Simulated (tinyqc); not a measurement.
Polycrystalline film, grain-boundary barriers (Seto model): two steps of the calculation.

One-dimensional grains of size Lg with donors N; each boundary has Qt acceptor-like traps per area at one level Et below the band edge. Trapped electrons qt deplete a width w = qt/N (both sides together) and raise a barrier Vb = q N w^2/(8 eps0 eps_r). Current crosses the barriers by thermionic emission at small bias. Abrupt depletion, full ionisation, Boltzmann statistics.

Values chosen for this exercise; values close to those of polycrystalline silicon:
```
symbol,value,unit,meaning
T,400,K,temperature
eps_r,11.7,,relative permittivity of the semiconductor
Lg,30,nm,grain size
Qt,3.2e12,cm^-2,trap density at a boundary
N,6.9e17,cm^-3,donor density
mg,350,cm^2/(V s),mobility inside a grain
vc,9.3e6,cm/s,collection velocity at the barrier
Nc,4.31e19,cm^-3,conduction-band density of states at T
Et,0.6,eV,trap level below the band edge
```

Constants: q = 1.602176634e-19 C, kB = 1.380649e-23 J/K, Vt = kB T/q, eps0 = 8.8541878128e-14 F/cm where lengths are in cm. Results are converted to the units shown.

Question 1. Critical doping and limits of the barrier. N* = Qt/Lg; fully depleted grains have Vb = q N Lg^2/(8 eps0 eps_r), filled traps Vb = q Qt^2/(8 eps0 eps_r N); the true barrier cannot exceed the smaller.

Find: N*; Vb, fully depleted; Vb, traps filled.

Answer 1.

N* = 1.0667e18 cm^-3
Vb, fully depleted = 0.12005 V
Vb, traps filled = 0.28690 V

Question 2. Barrier, resistivity and effective mobility. Partly depleted grains: the density at the grain centre is n0 = N and qt = Qt/(1 + 2 (Nc/N) exp((Vb - Et)/Vt)). If that gives qt >= N Lg, the grains are fully depleted: qt = N Lg, w = Lg and n0 = 2 Nc exp((Vb - Et)/Vt)/(Qt/(N Lg) - 1). Resistivity: barriers rb = Vt exp(Vb/Vt)/(q n0 vc Lg), grain interior rg = (1 - w/Lg)/(q mg N); effective mobility 1/(q N (rb + rg)).

Give: qt; w; Vb; n0; rb; rg; effective mobility.

Answer 2.

qt = 2.0700e12 cm^-2
w = 30.000 nm
Vb = 0.12005 V
n0 = 1.4169e14 cm^-3
rb = 1771.7 ohm cm
rg = 0 ohm cm
effective mobility = 0.0051057 cm^2/(V s)

The grains are fully depleted, 64.7 % of the traps are filled and the barriers give 100 % of the resistivity.

Program tinyqc, `OMP_NUM_THREADS=1 python tinyqc.py 2610046 2610047 out.jsonl`; Intel Xeon 2.30GHz, shared host, one thread, about 0.01 s.
